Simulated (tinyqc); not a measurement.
Channel length: inversion-layer mobility, back-scattering and ballistic limit of a field-effect transistor. Computed by tinyqc, a small Python program. Command: `OMP_NUM_THREADS=1 python tinyqc.py 3006624 3006625 out.jsonl mos walk`. One thread of a shared host (Intel(R) Xeon(R) Processor @ 2.30GHz), about 0.01 s of CPU time with the checks.

The charge at the top of the source barrier is fixed by the gate; series resistance and short-channel effects are left out. F_j are Fermi integrals normalised to exp(eta) in the classical limit.

Inputs (values chosen for the exercise, modelled on a germanium p-channel):

| quantity | value | unit |
|---|---|---|
| transport mass m | 0.19 | m_0 |
| valley degeneracy g_v | 1 | - |
| weight w of the inversion charge | 0.333 | - |
| permittivity eps | 16 | - |
| phonon mobility at 1 MV/cm and 300 K, mu_ph | 250 | cm^2/(V s) |
| roughness mobility at 1 MV/cm, mu_sr | 350 | cm^2/(V s) |
| Coulomb mobility at N_inv = 1e12/cm^2, mu_C | 510 | cm^2/(V s) |
| electrical oxide thickness t_inv | 5.5 | nm |
| depletion charge N_dep | 3.9e+12 | 1/cm^2 |
| gate overdrive V_G - V_T | 0.8 | V |
| drain voltage V_D | 0.82 | V |
| exponent a of the critical length | 0.73 | - |
| temperature T | 300 | K |

Statistics at the top of the barrier: Fermi-Dirac.

Constants: eps_0 = 8.8541878128e-12 F/m; e = 1.602176634e-19 C; m_0 = 9.1093837015e-31 kg; k_B = 1.380649e-23 J/K; hbar = 1.054571817e-34 J s; k_B = 8.617333262e-05 eV/K.

Method:
- N_inv = 3.9 eps_0 (V_G - V_T)/(e t_inv); effective field E_eff = e (N_dep + w N_inv)/(eps eps_0).
- mu_phonon = mu_ph (E_eff/1 MV/cm)^(-0.3) (T/300 K)^(-1.75); mu_rough = mu_sr (E_eff/1 MV/cm)^(-2); mu_Coulomb = mu_C (N_inv/1e12 cm^-2) (T/300 K); Matthiessen's rule adds 1/mu.
- F_j(eta) = (1/Gamma(j + 1)) int_0^infinity x^j/(1 + exp(x - eta)) dx, F_0 = ln(1 + exp(eta)). Integrals over x = E/(k_B T) use 160 Gauss-Legendre points in u = sqrt(x) from 0 to sqrt(max(eta, 0) + 32).
- Ballistic channel: N_2D = g_v m k_B T/(pi hbar^2), U = e V_D/(k_B T); eta_F solves N_inv = (N_2D/2)[F_0(eta_F) + F_0(eta_F - U)]; v_T = sqrt(2 k_B T/(pi m)); I/W = e (N_2D/2) v_T [F_1/2(eta_F) - F_1/2(eta_F - U)]; injection velocity v_T F_1/2(eta_F)/F_0(eta_F).
- Mean free path lambda = (2 k_B T/e)(mu/v_T) F_0(eta_0)/F_-1/2(eta_0), with eta_0 from N_inv = N_2D F_0(eta_0); critical length l = L (1 + U)^(-a), an empirical rule; back-scattering r = l/(l + lambda). Then eta solves N_inv = (N_2D/2)[(1 + r) F_0(eta) + (1 - r) F_0(eta - U)] and I/W = e (N_2D/2) v_T (1 - r)[F_1/2(eta) - F_1/2(eta - U)].
- The last column is the long-channel law e N_inv mu V/L with V = V_D - V_D^2/(2 V_ov) below pinch-off and V_ov/2 above, V_ov = V_G - V_T.

inversion density N_inv = 3.13495e+12 1/cm^2

effective mobility mu = 204.981 cm^2/(V s)

ballistic current I/W = 913.271 microampere/micrometre

Currents (microampere/micrometre):

| L (nm) | r | I/W | ballistic ratio | long-channel law |
|---|---|---|---|---|
| 5 | 0.03331 | 845.51 | 0.92581 | 8236.5 |
| 10 | 0.06446 | 786.95 | 0.86169 | 4118.3 |
| 20 | 0.12112 | 690.92 | 0.75653 | 2059.1 |
| 40 | 0.21607 | 554.83 | 0.60752 | 1029.6 |
| 80 | 0.35536 | 397.39 | 0.43513 | 514.8 |
| 160 | 0.52438 | 253.08 | 0.27711 | 257.4 |
| 400 | 0.73378 | 120.92 | 0.13240 | 103.0 |
| 1000 | 0.87327 | 52.41 | 0.05739 | 41.2 |

The current scales as L^-0.91 at the long end and as L^-0.10 at the short end, where it reaches 93 % of the ballistic 913. The long-channel law passes the ballistic limit between 40.0 and 80.0 nm and has no meaning below. At 1000 nm the model gives 1.27 times the long-channel law; the rule for l is a fit for short devices and fails wherever the model exceeds that law. Raising mu by 10 % at 20 nm raises I by 2.3 %.

Extremes, crossings and ranges named in words are read from the listed rows.
